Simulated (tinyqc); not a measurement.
# Free and trapped electrons in a MOS channel with a dense trap tail: two studies

p-type body, charge-sheet picture, full ionisation (an idealisation for deep acceptors), Boltzmann statistics for free electrons. e = Ec - EF at the surface. Acceptor-like traps of density D(E) = D0 + De exp(-E/Ew) at depth E below Ec, from 0 to Eu, hold n_t = integral of D(E)/(1 + exp((e - E)/Vt)). psi = Eg - Vt ln(Nv/Na) - e; N_dep = sqrt(2 eps0 eps_r Na (psi - Vt)/q); n_f = sqrt(N_dep^2 + 2 eps0 eps_r Vt Nc exp(-e/Vt)/q) - N_dep; Vg = Vfb + psi + q (N_dep + n_t + n_f)/Cox, Cox = eps0 eox/tox.

Parameters, values chosen for the exercise; band and dielectric values close to those of silicon: temperature T = 300 K; band gap Eg = 1.1 eV; relative permittivity eps_r = 11.7; conduction-band density of states at T Nc = 2.83e19 cm^-3; valence-band density of states at T Nv = 2.67e19 cm^-3; relative permittivity of the insulator eox = 3.9; insulator thickness tox = 26 nm; acceptor density Na = 7e16 cm^-3; flat-band voltage without trapped charge Vfb = -0.87 V; constant background density of acceptor-like traps D0 = 1.3e11 cm^-2 eV^-1; density of the tail at the conduction edge De = 1.2e13 cm^-2 eV^-1; decay energy of the tail Ew = 0.1 eV; depth below Ec down to which the traps reach Eu = 0.5 eV; mobility of free electrons mf = 180 cm^2/(V s).

Constants: q = 1.602176634e-19 C, kB = 1.380649e-23 J/K, Vt = kB T/q, eps0 = 8.8541878128e-14 F/cm where lengths are in cm. Results are converted to the units shown.

Each table varies one quantity; the others keep the values above.

## Free and trapped charge against gate voltage

Free share n_f/(n_f + n_t); swing ln 10 n_f/(dn_f/dVg); field-effect mobility mf q (dn_f/dVg)/Cox, for a constant mf; oxide field q (N_dep + n_t + n_f)/(eps0 eox).

Results:
columns A: Vg (V); B: e (eV); C: n_f (cm^-2); D: n_t (cm^-2); E: free share (%); F: swing (mV/decade); G: field-effect mobility (cm^2/(V s)); H: oxide field (MV/cm)
```
A           B         C         D         E      F         G       H
0.5    0.4180   6.658e5  2.331e10  0.002856  134.7  0.002471  0.3237
1.1    0.2024   2.329e9  2.078e11     1.108  247.2     4.711  0.4716
1.7    0.1075  8.234e10  4.948e11     14.27  672.4     61.23  0.6658
2.3   0.06827  3.242e11  6.973e11     31.74   1503     107.9  0.8815
2.8   0.04907  5.972e11  8.131e11     42.35   2342     127.5   1.066
4     0.01990  1.377e12  9.895e11     58.18   4548     151.3   1.517
4.6  0.009570  1.805e12  1.045e12     63.32   5708     158.1   1.744
5.1  0.002204  2.174e12  1.081e12     66.79   6697     162.3   1.933
```

Estimate the missing row, Vg = 3.4 V.

Computed row:
columns A: Vg (V); B: e (eV); C: n_f (cm^-2); D: n_t (cm^-2); E: free share (%); F: swing (mV/decade); G: field-effect mobility (cm^2/(V s)); H: oxide field (MV/cm)
```
A          B         C         D      E     F      G      H
3.4  0.03258  9.708e11  9.148e11  51.48  3423  141.8  1.291
```

With this row back in the table: n_f reaches 1e11 cm^-2 at Vg = 1.76 V, against 1.13 V without traps. The free share rises from 0.00286 to 66.8 % and the field-effect mobility rises from 0.00247 to 162 cm^2/(V s), although mf = 180 is constant: in the last row 90.1 % of Cox dVg goes into free electrons. The swing in the first row is 135 mV a decade (Vt ln 10 = 59.5). For Vg = 2.8, 3.4, 4, 4.6, 5.1 EF lies less than 2 Vt below the band edge, or above it, where degeneracy and confinement, left out, matter.

## Effect of the density of the tail at the conduction edge

VT is the Vg for n_f = 1e11 cm^-2; swing ln 10 n_f/(dn_f/dVg) at n_f = 1e8 cm^-2; the last three columns are for Vg = VT + 2.1 V, with free share n_f/(n_f + n_t) and field-effect mobility mf q (dn_f/dVg)/Cox; there EF is near the band edge, where Boltzmann statistics are rough.

Effect of the density of the tail at the conduction edge:
columns A: De (cm^-2 eV^-1); B: e at VT (eV); C: VT (V); D: q n_t/Cox at VT (V); E: swing (mV/decade); F: n_f (cm^-2); G: free share (%); H: field-effect mobility (cm^2/(V s))
```
A          B      C       D      E         F      G      H
1e12  0.1021  1.242  0.1093  119.1  1.669e12  92.14  172.7
2e12  0.1021  1.289  0.1563  123.8  1.629e12  88.00  170.8
5e12  0.1021  1.430  0.2973  137.9  1.516e12  76.85  164.9
1e13  0.1021  1.666  0.5324  161.6  1.343e12  61.79  154.0
2e13  0.1021  2.136   1.002  208.8  1.059e12  41.12  130.3
4e13  0.1021  3.076   1.942  303.2  6.955e11  20.62  87.97
9e13  0.1021  5.426   4.293  539.4  3.569e11  6.672  37.20
2e14  0.1021  10.60   9.463   1059  2.012e11  2.084  13.06
```

What does the table show?

As De goes from 1e12 to 2e14, VT rises from 1.24 to 10.6 V, its part due to traps rises from 0.109 to 9.46 V, the swing rises from 119 to 1060 mV/decade and the field-effect mobility falls from 173 to 13.1 cm^2/(V s).

Program tinyqc, `OMP_NUM_THREADS=1 python tinyqc.py 2222237 2222238 out.jsonl`; Intel Xeon 2.30GHz, shared host, one thread, about 0.02 s.
